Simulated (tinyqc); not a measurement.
What each parameter does: heterojunction of two tight-binding chains.

Left chain: hopping -t1, sites at 2 t1 (band bottom 0). Right chain: hopping -t2, sites at dE + 2 t2 (bottom dE). t = c/(m a^2), c = hbar^2/2m0. The bond across the interface is -tc with tc = f sqrt(t1 t2), and the last left site has the extra energy U. In a chain E = bottom + 2t (1 - cos(ka)); the surface Green function of a half chain is g = -exp(ika)/t, with Im k > 0 where cos(ka) > 1.

Constants: hbar^2/2m0 = 3.80998211 eV angstrom^2.

Inputs chosen for the exercise (masses and offset of the size met at Si / SiGe; not measured data):
```
symbol  value  unit      meaning
a       3      angstrom  site spacing
m1      0.209  m0        mass on the left
m2      0.199  m0        mass on the right
dE      0.17   eV        band offset
f       1                factor on the interface hopping
U       0.36   eV        extra energy on the last left site
E       0.182  eV        electron energy
```

T = 4 Im(S1) Im(S2) |G|^2 with G = 1/(E - 2 t1 - U - S1 - S2), S1 = -t1 exp(i k1 a), S2 = -(tc^2/t2) exp(i k2 a).

Results for these values:
```
case       T    k1 a    k2 a
base  0.5691  0.3009  0.0751
```

What happens to each result for f = 0.9, all else kept?

Answer: T falls from 0.5691 to 0.3090; k1 a does not change at the printed digits; k2 a does not change at the printed digits.

The same for each parameter in turn:
```
case                   T    k1 a    k2 a
base              0.5691  0.3009  0.0751
m1 = 0.2508 m0    0.5243  0.3299  0.0751
m2 = 0.2388 m0    0.6021  0.3009  0.0823
dE = 0.12 eV      0.8426  0.3009  0.1709
f = 0.9           0.3090  0.3009  0.0751
U = 0.56 eV       0.4613  0.3009  0.0751
a = 2.4 angstrom  0.5932  0.2404  0.0601
```

Computed by tinyqc, a small Python program: `OMP_NUM_THREADS=1 python tinyqc.py 1450656 1450657 out.jsonl` (the numbers bound the seed that draws the inputs); one thread of a shared host (Intel(R) Xeon(R) Processor @ 2.30GHz), about 0.01 s for the whole set of steps.
